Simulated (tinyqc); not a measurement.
Competing polymorphs of an oxide film: bulk, surface, grain-boundary, dopant and field terms: one step, computed by the program tinyqc. Command: `OMP_NUM_THREADS=1 python tinyqc.py 3031634 3031635 out.jsonl polymorph walk`. One thread of a shared host (Intel(R) Xeon(R) Processor @ 2.30GHz), about 0.01 s of CPU time with the checks.

Phases: monoclinic m (reference), polar orthorhombic o, tetragonal t. Free energies per formula unit (f.u.); 1 J/m^2 x angstrom^3/nm = 6.241509 meV.

Question. Crossing points. With G = b + gamma Omega A (b the bulk free energy per formula unit, A the area per volume), two phases i, j cross at A_ij = (b_j - b_i)/(Omega (gamma_i - gamma_j)); o has a window only if A_mo < A_ot.

Inputs (values chosen for the exercise, for a model oxide):
```
quantity                       value        unit
surface energy of m             2.67       J/m^2
surface energy of o             2.15       J/m^2
surface energy of t             1.83       J/m^2
volume per formula unit Omega   33.4  angstrom^3
temperature T                    300           K
```

b (meV/f.u.): m 0.00, o 36.55, t -2.10

Give: A_mo; A_ot; A_mt.

Answer.

A_mo = 0.33717 1/nm

A_ot = -0.57938 1/nm

A_mt = -0.011992 1/nm

t is lowest at every size.
